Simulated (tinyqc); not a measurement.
# Tunnelling through a gate dielectric, WKB transmission and Tsu-Esaki current: several studies

Electrons leave the emitter at x = 0. Energies E (motion across the layers) are in eV from the emitter Fermi level; the collector Fermi level lies at -V and offers states at every E. No charge in the dielectric and no image force: F1 = V/t1, U = phi1 - F1 x. With C = hbar^2/(2 m0), kappa = sqrt(m (U - E)/C) where U > E and 0 elsewhere; T(E) = exp(-S), S = 2 times the integral of kappa over x.

Values chosen for this exercise; dielectric values close to those of silicon nitride: temperature T = 300 K; Fermi energy of the emitter above its band bottom Ef = 0.36 eV; emitter mass in the supply function me = 0.34 m0; barrier of layer 1 above the emitter Fermi level at zero bias phi1 = 2.13 eV; tunnelling mass of layer 1 m1 = 0.5 m0; thickness of layer 1 t1 = 7.6 nm; voltage across the dielectric V = 2.4 V.

Constants: q = 1.602176634e-19 C, kB = 1.380649e-23 J/K, hbar = 1.054571817e-34 J s, m0 = 9.1093837015e-31 kg, Vt = kB T/q, hbar^2/(2 m0) = 0.0380998212 eV nm^2. Results are converted to the units shown.

Each table varies one quantity; the others keep the values above.

## Effect of the barrier height

Each layer adds (2/F) sqrt(m/C) [G(u at its left edge) - G(u at its right edge)] to S, with u = U - E (0 where negative) and G(u) = (2/3) u^1.5. J = J0 times the integral of T(E) N(E) dE, N = ln[(1 + exp(-E/Vt))/(1 + exp((-E - V)/Vt))], J0 = q^2 me m0 kB T/(2 pi^2 hbar^3) (times 1e-4 for A/cm^2 per eV), from E = -Ef to far above the barrier (T = 1 there), by quadrature converged to the digits shown.

Result of one run:
```
phi1 (eV)	S at E = 0	T(E = 0)	J (A/cm^2)	mean E of the current (eV)
1.47	27.26	1.448e-12	2.849e-5	0.02331
```

What becomes of these results when the barrier of layer 1 above the emitter Fermi level at zero bias phi1 is changed from 1.47 to 1.84 eV, all else the same?

Result of the changed run:
```
phi1 (eV)	S at E = 0	T(E = 0)	J (A/cm^2)	mean E of the current (eV)
1.84	38.18	2.632e-17	5.979e-10	0.06157
```

The whole series:
```
phi1 (eV)	S at E = 0	T(E = 0)	J (A/cm^2)	mean E of the current (eV)
1.1	17.65	2.169e-8	0.4140	-0.009482
1.29	22.41	1.851e-10	0.003535	0.007058
1.47	27.26	1.448e-12	2.849e-5	0.02331
1.66	32.71	6.205e-15	1.296e-7	0.04185
1.84	38.18	2.632e-17	5.979e-10	0.06157
2.03	44.24	6.125e-20	1.567e-12	0.08577
2.21	50.25	1.499e-22	4.438e-15	0.1133
2.4	56.87	2.003e-25	7.483e-18	0.1398
```

J falls from 0.414 to 7.48e-18 A/cm^2, on average 12.9 decades for each eV, while S rises from 17.6 to 56.9, as phi1^(1.50) over the table (a flat barrier gives 0.5, a triangular one 1.5).

## A Fowler-Nordheim plot

The thickness is set to t1 = 4.7 nm and V = F t1. The closed formula is J = A F^2 exp(-B/F), A = q^2 me/(16 pi^2 hbar m1 phi1) (A/V^2 with phi1 in volts), B = (4/3) sqrt(m1/C) phi1^1.5 (V/nm), C = hbar^2/(2 m0); it assumes zero temperature, a deep Fermi sea and S linear in E.

A Fowler-Nordheim plot:
```
F (V/nm)	J (A/cm^2)	J by the formula (A/cm^2)	ln(J/F^2), F in V/cm
0.6	3.348e-4	2.399e-4	-39.22
0.71	0.01990	0.01622	-35.47
0.83	0.5238	0.4716	-32.51
0.94	5.182	5.024	-30.47
1.06	37.38	38.97	-28.73
1.17	162.0	179.8	-27.46
1.29	608.3	721.4	-26.33
1.4	1685	2120	-25.48
```

What does the table show?

The slope of ln(J/F^2) against 1/F between the end rows is -14.42 V/nm, against B = 15.02 V/nm; read as B it gives phi1 = 2.07 eV. The integrated current is 40 % above the formula in the first row and 21 % below it in the last. The shortfall in the last row comes from the shallow Fermi sea, which cuts off supply that the formula counts. The excess in the first row is thermal: at 20 K it is gone. In 4 of the 8 rows the field exceeds 10 MV/cm (up to 14.0), more than most dielectrics sustain; the model ignores breakdown.

## Effect of the thickness t1 at fixed voltage

Same model as above.

Results:
```
t1 (nm)	S at E = 0	T(E = 0)	J (A/cm^2)	mean E of the current (eV)
4.6	28.78	3.172e-13	6.832e-6	-0.04057
5.61	35.10	5.716e-16	1.110e-8	-0.003549
6.63	41.48	9.675e-19	2.020e-11	0.04007
7.64	47.80	1.743e-21	4.901e-14	0.1036
8.66	54.18	2.951e-24	1.618e-16	0.2188
9.67	60.50	5.317e-27	1.078e-18	0.4220
11.7	73.20	1.622e-32	7.608e-22	0.9177
```

Estimate the missing row, t1 = 10.69 nm.

Computed row:
```
t1 (nm)	S at E = 0	T(E = 0)	J (A/cm^2)	mean E of the current (eV)
10.69	66.88	9.000e-30	1.765e-20	0.6854
```

With this row back in the table: J falls from 6.83e-6 to 7.61e-22 A/cm^2: 2.76 decades a nanometre between the first two rows and 1.35 between the last two. The exponent S alone gives dS/dt/ln 10 = 2.72 and 2.72.

Program tinyqc, `OMP_NUM_THREADS=1 python tinyqc.py 2540169 2540170 out.jsonl`; Intel Xeon 2.30GHz, shared host, one thread, about 0.05 s.
